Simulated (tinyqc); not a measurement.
# Current crowding under a contact, resistor ladder against the transmission-line model: effect of the sheet resistance

A metal contact of length d and width W on a thin layer of the same width. The metal has no resistance, the sheet resistance under it equals Rsh, and current enters the layer at the front edge x = 0.

Transfer length Lt = sqrt(rc/Rsh); front resistance Rc = (Rsh Lt/W) coth(d/Lt); end resistance Re = (Rsh Lt/W)/sinh(d/Lt).

Parameters, values chosen for the exercise:
```
symbol   value      unit                       meaning
rc      9.3e-6  ohm cm^2  specific contact resistivity
d          3.2        um                contact length
W          8.6        um                 contact width
```

Results:
```
Rsh (ohm/sq),Lt (um),d/Lt,Rc W (ohm um),Re W (ohm um)
22,6.5017,0.49218,313.72,279.21
200,2.1564,1.4840,478.02,206.17
620,1.2247,2.6128,767.55,111.97
1900,0.69962,4.5739,1329.6,27.433
5700,0.40393,7.9222,2302.4,1.6697
17000,0.23389,13.681,3976.2,0.0090930
```

Estimate the missing row, Rsh = 67 ohm/sq.

Computed row:
```
Rsh (ohm/sq),Lt (um),d/Lt,Rc W (ohm um),Re W (ohm um)
67,3.7257,0.85891,358.81,257.74
```

With this row back in the table: Rc W rises from 314 to 3980 ohm um while Re W falls from 279 to 0.00909 ohm um; for Rsh going to zero both tend to rc/d = 291 ohm um. A larger Rsh shortens Lt and crowds the current to the front edge.

Computed by the program tinyqc: `OMP_NUM_THREADS=1 python tinyqc.py 2760168 2760169 out.jsonl`, one thread of a shared Intel Xeon 2.30GHz, about 0.01 s for the whole run.
